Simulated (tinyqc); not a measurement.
Special k points of the bcc lattice, step by step. Values are carried at full precision from step to step, so a last printed digit may differ when a step is redone from the rounded ones.

Lattice vectors in units of a: a1 = (-1/2, 1/2, 1/2), a2 = (1/2, -1/2, 1/2), a3 = (1/2, 1/2, -1/2); reciprocal vectors b_i with a_i . b_j = 2 pi delta_ij. Mesh: k = sum_i f_i b_i with f_i = (2 j_i + shift)/(2 N), j_i = 0 .. N-1. The point group of the lattice has 48 operations; only those that map the mesh onto itself are used.

Inputs chosen for the exercise:
- N = 6 (points along each reciprocal vector)
- shift = 1 (half steps)
- D = 2.11 eV (half gap term)
- t = 0.67 eV (coupling)
- e0 = 2.19 eV (offset)

## Irreducible points and weights

Join points that an operation carries into one another (modulo reciprocal vectors); list each class by its first point in the order of (j1, j2, ...).

Irreducible points:
```
f1            f2       f3  weight
0.08333  0.08333  0.08333       8
0.08333  0.08333  0.25000      24
0.08333  0.08333  0.41667      12
0.08333  0.08333  0.91667       6
0.08333  0.25000  0.25000      24
0.08333  0.25000  0.75000      24
0.08333  0.41667  0.58333      24
0.08333  0.41667  0.75000      24
0.08333  0.58333  0.58333      24
0.25000  0.25000  0.25000       2
0.25000  0.25000  0.75000       6
0.25000  0.41667  0.58333      24
0.25000  0.58333  0.58333       8
0.41667  0.41667  0.58333       6
```

operations that keep the mesh = 48
irreducible points = 14

The weights add up to 216 = N^3; symmetry saves a factor 15.4.

## Which stars the mesh integrates

A_m(k) = sum over the m-th star of lattice vectors R of cos(k . R), stars in order of length: m = 1: |R|^2 = 0.75, 8 vectors, such as (1, 1, 1) in the basis a_i; m = 2: |R|^2 = 1, 6 vectors, such as (1, 1, 0) in the basis a_i; m = 3: |R|^2 = 2, 12 vectors, such as (2, 1, 1) in the basis a_i; m = 4: |R|^2 = 2.75, 24 vectors, such as (2, 2, 1) in the basis a_i; m = 5: |R|^2 = 3, 8 vectors, such as (2, 2, 2) in the basis a_i; m = 6: |R|^2 = 4, 6 vectors, such as (2, 2, 0) in the basis a_i. The zone mean of every A_m is zero.

Lattice vectors in units of a: a1 = (-1/2, 1/2, 1/2), a2 = (1/2, -1/2, 1/2), a3 = (1/2, 1/2, -1/2); f are fractions of the reciprocal vectors. Evaluate the first six A_m at each irreducible point (k . R = 2 pi sum f_i n_i) and form the weighted means.

A_m at the points:
```
       m=1     m=2     m=3      m=4     m=5     m=6
1    5.196   3.000   3.000    0.000   1.000  -3.000
2    1.732  -1.000  -1.000   -6.928   1.000  -3.000
3    0.000  -3.000   0.000    0.000   4.000   3.000
4    6.928   5.000   8.000   13.856   4.000   3.000
5    0.000  -4.000   5.000    0.000  -2.000   0.000
6    3.464   2.000  -1.000   -3.464  -2.000   0.000
7    0.000  -1.000  -4.000    0.000   4.000   3.000
8    0.000   0.000  -3.000    0.000  -2.000   0.000
9   -1.732  -1.000  -1.000    6.928   1.000  -3.000
10   0.000  -6.000  12.000    0.000  -8.000   6.000
11   0.000   2.000  -4.000    0.000  -8.000   6.000
12  -3.464   2.000  -1.000    3.464  -2.000   0.000
13  -5.196   3.000   3.000    0.000   1.000  -3.000
14  -6.928   5.000   8.000  -13.856   4.000   3.000
```

weighted means: m=1 0.000, m=2 0.000, m=3 0.000, m=4 0.000, m=5 0.000, m=6 0.000

All six means vanish: the mesh is exact for functions whose Fourier series ends within these stars.

## A zone average from the irreducible points

Test function, the lower band of a two-band insulator: E(k) = -sqrt(D^2 + (e0 - t A_1(k))^2).

Lattice vectors in units of a: a1 = (-1/2, 1/2, 1/2), a2 = (1/2, -1/2, 1/2), a3 = (1/2, 1/2, -1/2). Evaluate E at each point and take the weighted mean; the reference uses the unshifted mesh with N = 24.

E at the points (eV): -2.4738  -2.3478  -3.0411  -3.2348  -3.0411  -2.1141  -3.0411  -3.0411  -3.9595  -3.0411  -3.0411  -4.9800  -6.0512  -7.1503

weighted mean = -3.3885 eV
reference mean = -3.3886 eV

The error is +0.06 meV with 14 points.

## Checks

- Weighted mean over irreducible points against the plain mean over the whole mesh (eV): both -3.388537.
- Reference mean against a mesh of N = 30 (eV): both -3.3886.

Program tinyqc; command `OMP_NUM_THREADS=1 python tinyqc.py 1652482 1652483 out.jsonl`; about 0.2 s on one thread of a shared Intel(R) Xeon(R) Processor @ 2.30GHz.
